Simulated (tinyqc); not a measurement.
What each parameter does: finite square well with mass mismatch (envelope functions).

A square well of width L and depth V0, mass mw inside and mb outside, energies from the bottom of the well, c = hbar^2/2m0. k = sqrt(mw E/c), kappa = sqrt(mb (V0 - E)/c). psi and psi'/m are continuous at the walls (BenDaniel-Duke), so level n solves k L + 2 atan[(k/mw)/(kappa/mb)] = n pi.

Constants: hbar^2/2m0 = 3.80998211 eV angstrom^2.

Values chosen for the exercise (near those of a GaAs well in AlGaAs; not measured data):

| symbol | value | unit | meaning |
|---|---|---|---|
| L | 88 | angstrom | well width |
| V0 | 0.17 | eV | barrier height |
| mw | 0.0656 | m0 | mass in the well |
| mb | 0.0844 | m0 | mass in the barrier |

Parabolic bands. Pb is the probability of level 1 in the barriers, (A^2/kappa)/(A^2/kappa + L/2 + sin(kL)/(2k)) with A = cos(kL/2).

Results for these values:

| case | E1 (eV) | bound levels | Pb | V0 - E1 (eV) |
|---|---|---|---|---|
| base | 0.0336 | 2 | 0.0662 | 0.1364 |

What happens to each result for mb = 0.1055 m0, all else kept?

Answer: E1 falls from 0.0336 to 0.0316; bound levels does not change at the printed digits; Pb falls from 0.0662 to 0.0644; V0 - E1 rises from 0.1364 to 0.1384.

The same for each parameter in turn:

| case | E1 (eV) | bound levels | Pb | V0 - E1 (eV) |
|---|---|---|---|---|
| base | 0.0336 | 2 | 0.0662 | 0.1364 |
| L = 97 angstrom | 0.0294 | 2 | 0.0540 | 0.1406 |
| V0 = 0.196 eV | 0.0352 | 2 | 0.0571 | 0.1608 |
| mw = 0.0722 m0 | 0.0323 | 2 | 0.0604 | 0.1377 |
| mb = 0.1055 m0 | 0.0316 | 2 | 0.0644 | 0.1384 |

(tinyqc, `OMP_NUM_THREADS=1 python tinyqc.py 1252296 1252297 out.jsonl`, Intel(R) Xeon(R) Processor @ 2.30GHz, 1 thread, shared host, about 0.01 s.)
